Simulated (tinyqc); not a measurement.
# Concentration-dependent dopant diffusion with charged defects and the built-in field, step by step

A worked calculation. Computed by tinyqc, a small Python program that keeps every step. Command: `OMP_NUM_THREADS=1 python tinyqc.py 3024641 3024642 out.jsonl extrinsic walk`. One thread of a shared host (Intel(R) Xeon(R) Processor @ 2.30GHz), about 0.07 s of CPU time with the checks. Intermediate numbers are printed to about 6 digits and carried at full precision; extremes and crossings named in words are read from the listed rows.

A constant source C_s feeds a half space. The dopant moves through neutral point defects and through charged ones, whose number grows with the majority carrier density n.

Inputs (values chosen for the exercise, modelled on arsenic in silicon):
```
quantity,value,unit
neutral prefactor D0x,0.0119,cm^2/s
neutral activation energy E0,3.45,eV
singly charged prefactor D01,35.3,cm^2/s
activation energy E1,4.17,eV
surface concentration C_s,6.2e+19,1/cm^3
junction level C_B,1.1e+16,1/cm^3
temperature T,900,C
time t,74,s
```

Field enhancement: off.

Constants: k_B = 8.617333262e-05 eV/K.

## Intrinsic density and partial diffusivities

n_i = 3.87e16 T^1.5 exp(-7014/T) per cm^3 (T in kelvin, an empirical form); each D = prefactor x exp(-E/(k_B T)); the intrinsic diffusivity D_i is their sum. Temperatures in kelvin are T(C) + 273.15.

n_i = 3.93724e+18 1/cm^3

partial diffusivities (cm^2/s): Dx 1.79707e-17, D1 4.30248e-17

intrinsic diffusivity D_i = 6.09955e-17 cm^2/s

## Diffusivity at the surface

n = C/2 + sqrt(C^2/4 + n_i^2); D(C) = h [Dx + D1 (n/n_i)], h = 1.

n/n_i = 15.8103

field factor h = 1

surface diffusivity D_s = 6.98206e-16 cm^2/s

enhancement D_s/D_i = 11.4468

C_s is 15.7 times n_i: diffusion is extrinsic near the surface. At such a C_s dopants can cluster or exceed their solubility, which the model leaves out. Caution: the built-in field is switched off although C_s exceeds n_i; with it D_s would be larger by the factor 1 + C_s/sqrt(C_s^2 + 4 n_i^2).

## Similarity solution

With y = x/sqrt(D_s t), u = C/C_s and q = -(D/D_s) du/dy: du/dy = -q D_s/D, dq/dy = -(y/2) q D_s/D, u(0) = 1. The surface flux q(0) is shot so that u tends to 0 (LSODA, an adaptive multistep solver, relative tolerance 1e-10). Dose Q = 2 q(0) C_s sqrt(D_s t). The junction lies where C = C_B.

surface flux q(0) = 0.450415

dose Q = 1.26953e+13 1/cm^2

junction in units of sqrt(D_s t) = 2.16581

junction depth x_j = 4.92298 nm

For a constant D, q(0) = 1/sqrt(pi) = 0.5642; for D proportional to C it tends to 0.444, with the front at y = 1.616. Caution: at such concentrations dopants can cluster or exceed their solubility; the active fraction and the diffusivity then fall below the model.

## Where the concentration falls to given levels

For comparison, erfc profiles with a constant D: x = 2 sqrt(D t) erfc^-1(C/C_s), with D = D_i and D = D_s.

Depth (nm):
```
C/C_s,D/D_s,full,erfc with D_i,erfc with D_s
8.00e-01,0.806891,0.92577,0.24071,0.8144
5.00e-01,0.518625,2.09325,0.64085,2.1682
2.00e-01,0.237724,3.12592,1.21763,4.1196
1.00e-01,0.152687,3.49548,1.56281,5.2875
3.00e-02,0.103612,3.88070,2.06185,6.9759
1.00e-02,0.092403,4.14093,2.44735,8.2802
1.00e-03,0.087847,4.60625,3.12640,10.5776
1.00e-04,0.087409,5.02368,3.69654,12.5066
```

The depth between C/C_s = 0.1 and 1e-4 spans 1.53 nm in the full profile, against 2.13 nm for D_i and 7.22 nm for D_s; the ratio of the depths at 1e-4 and at 0.5 is 2.40, against 5.77 for any erfc. The profile is box-like: fast diffusion in the heavily doped part feeds a front that moves slowly where D drops to D_i. Caution: at such a C_s dopants can cluster or exceed their solubility, which the model leaves out.

Checks made by the program: dose from the flux against the area under the profile (relative difference 4e-08).
